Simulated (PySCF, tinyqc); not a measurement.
G0W0 on RHF in the sto-6g basis, for H3+, spin multiplicity 1, step by step. The lowest restricted solution is unstable here: a spin-polarised one lies 0.0034 hartree lower (PySCF). One step of it, computed by the program tinyqc.

Problem. Screening: direct RPA. With D = e_a - e_i and K = (ia|jb): diagonalise D^(1/2) (D + 4K) D^(1/2) = Z w^2 Z^T; X + Y = D^(1/2) Z w^(-1/2), each column of Z with its largest component positive (the first on a tie); E_c = (sum w - tr (D + 2K)) / 2.

orbital energies (hartree): MO1 -0.897469, MO2 -0.339418, MO3 0.152090

Two-electron integrals over orbitals (pq|rs), unique and non-zero (hartree):
```
(11|11) 0.543134    (21|21) 0.147153    (22|11) 0.458961    (22|22) 0.517590
(31|11) 0.093081    (31|22) -0.046614   (31|31) 0.140412    (32|21) -0.144169
(32|32) 0.160936    (33|11) 0.548580    (33|22) 0.487345    (33|31) 0.080245
(33|33) 0.583048
```

Give: D^(1/2) (D + 4K) D^(1/2); excitation energies w; X + Y; RPA correlation energy.

Solution.

D^(1/2) (D + 4K) D^(1/2) (hartree^2):
```
        1>2     1>3
1>2  0.6399  0.0000
1>3  0.0000  1.6911
```

excitation energies w (hartree): 0.7999  1.3004

X + Y:
```
          1       2
1>2  0.8352  0.0000
1>3  0.0000  0.8984
```

RPA correlation energy = -0.041199 hartree
